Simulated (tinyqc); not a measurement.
# Thermal boundary conductance by the acoustic and diffuse mismatch models, step by step

A worked calculation. Computed by tinyqc, a small Python program that keeps every step. Command: `OMP_NUM_THREADS=1 python tinyqc.py 3022410 3022411 out.jsonl kapitza walk`. One thread of a shared host (Intel(R) Xeon(R) Processor @ 2.30GHz), about 0.01 s of CPU time with the checks. Intermediate numbers are printed to about 5 digits and carried at full precision; extremes and crossings named in words are read from the listed rows.

Each side has one longitudinal and two transverse Debye branches, omega = v q up to q_D = (6 pi^2 n)^(1/3), with n counting all atoms. Scattering at the interface is elastic. Electrons are left out of G, also for metals. Melting is ignored. G refers to the temperatures of the phonons sent towards the interface. Linear branches over all atoms overstate G at high T, most for crystals with several atoms a cell.

Inputs (values chosen for the exercise, modelled on diamond (side 1) and titanium nitride (side 2)):
```
quantity                    value     unit
density rho_1                3.55   g/cm^3
longitudinal velocity vL_1  17500      m/s
transverse velocity vT_1    13200      m/s
atom density n_1              175   1/nm^3
conductivity kappa_1         2190  W/(m K)
density rho_2                5.51   g/cm^3
longitudinal velocity vL_2  10300      m/s
transverse velocity vT_2     6140      m/s
atom density n_2              102   1/nm^3
conductivity kappa_2         24.9  W/(m K)
temperature T                  20        K
thickness d_1                 8.4       nm
thickness d_2                  32       nm
heat flux J                  0.65  kW/cm^2
```

Structure: superlattice.

Constants: hbar = 1.054571817e-34 J s; k_B = 1.380649e-23 J/K.

## Cut-off frequencies and impedances

omega_c = v q_D for each branch, given as hbar omega_c/k_B; impedance Z = rho v.

Branches:
```
branch     v (m/s)  cut-off (K)  Z (1e6 kg/(m^2 s))
L, side 1    17500       2914.3             62.1250
T, side 1    13200       2198.2             46.8600
L, side 2    10300       1432.8             56.7530
T, side 2     6140        854.1             33.8314
```

## Acoustic mismatch: transmission of each branch

No mode conversion. t(theta) = 4 Z_1 Z_2 cos(theta_1) cos(theta_2)/N^2, with N = Z_2 cos(theta_1) + Z_1 cos(theta_2) for L (the form for pressure waves) and N = Z_1 cos(theta_1) + Z_2 cos(theta_2) for both T branches (the form for shear waves polarised along the interface); sin(theta_2) = (v_2/v_1) sin(theta_1), and t = 0 beyond the critical angle arcsin(v_1/v_2); the mean over the incoming flux is alpha = 2 int t sin(theta_1) cos(theta_1) d theta_1 (64 Gauss-Legendre points).

Transmission:
```
branch  t at normal incidence  largest angle from side 1 (deg)  alpha, 1 to 2  alpha, 2 to 1
L                     0.99796                               90        0.91795        0.31799
T                     0.97393                               90        0.95592        0.20683
```

For L waves from side 1 no critical angle exists, and the mean 0.92 stays near the normal-incidence 1.00. For T waves from side 1 no critical angle exists, and the mean 0.96 stays near the normal-incidence 0.97.

## Diffuse mismatch: transmission at low frequency

A phonon forgets its side and branch: alpha(1 to 2) = S_2/(S_1 + S_2), S_i = 1/vL_i^2 + 2/vT_i^2.

S_1 = 1.4744e-08 s^2/m^2

S_2 = 6.2477e-08 s^2/m^2

diffuse alpha, 1 to 2 = 0.80907

## Boundary conductance

G = (k_B^4 T^3/(8 pi^2 hbar^3)) int W(x) x^4 e^x/(e^x - 1)^2 dx, x = hbar omega/(k_B T). Acoustic mismatch: W = sum over the three branches of alpha(1 to 2)/v_1^2, each up to the lower of its two cut-offs. Diffuse mismatch: W = S_1 S_2/(S_1 + S_2), where S_i sums 1/v^2 over the branches of side i still below their cut-off. Radiation limit: W = min(S_1, S_2). The integral is split at the four cut-offs (64 Gauss-Legendre points a piece, x at most 45). Boundary resistance R = 1/G and Kapitza length kappa_2/G use the diffuse value.

G, acoustic mismatch = 1.1391 MW/(m^2 K)

G, diffuse mismatch = 0.97267 MW/(m^2 K)

G, radiation limit = 1.2022 MW/(m^2 K)

boundary resistance R = 1028.1 m^2 K/GW

Kapitza length in side 2 = 25600 nm

The diffuse value is 0.85 times the acoustic one and 81 % of the radiation limit. Diffuse scattering lowers G here: it sends back a share of the phonons that specular transmission lets pass. Caution: kappa_2 is of room-temperature size, so the Kapitza length is only nominal at this T.

## Conductance against temperature

The formulas are those given above.

G (MW/(m^2 K)):
```
T (K)  acoustic mismatch  diffuse mismatch  radiation limit
2              0.0011391        9.7267e-04        0.0012022
5               0.017799          0.015198         0.018785
10               0.14239           0.12158          0.15028
20                1.1391           0.97267           1.2022
40                9.1128            7.7814           9.6177
80                71.909            61.689           76.456
150               362.17            338.65           439.93
300               1072.1            1222.6           1734.4
600               1690.9            2146.4           3163.5
1000              1905.3            2486.3           3697.7
```

All three follow T^3 at the cold end (exponent 3.00 for the diffuse model) and flatten at high T (exponent 0.29 at the hot end); the lowest cut-off is 854 K. The ratio of diffuse to acoustic goes from 0.85 to 1.30. The plateau is set by the frequencies that both sides share.

## Cross-plane conductivity of the superlattice

kappa_eff = (d_1 + d_2)/(d_1/kappa_1 + d_2/kappa_2 + 2 R), two interfaces a period, with bulk conductivities in the layers; the gradient is J/kappa_eff.

kappa_eff = 0.019636 W/(m K)

kappa_eff without interfaces = 31.343 W/(m K)

interface share of the resistance = 0.99937

temperature gradient = 331.03 K/micrometre

The interfaces carry most of the resistance: if both layers are scaled together, kappa_eff grows with the exponent 1.00, the interface share. Caution: the conductivities are of room-temperature size; at this T real values can differ much and free paths can be long. Caution: R from emitted-phonon temperatures is too large for use in series with Fourier layers, by up to a factor of about 2. Caution: layers this thin are often below the phonon free path, where bulk conductivities and independent interfaces no longer hold.

Checks made by the program: detailed balance alpha_12/v_1^2 = alpha_21/v_2^2 (relative difference below 1e-10); low-temperature limit G = pi^2 k_B^4 T^3 alpha S_1/(30 hbar^3) (relative difference below 1e-10).
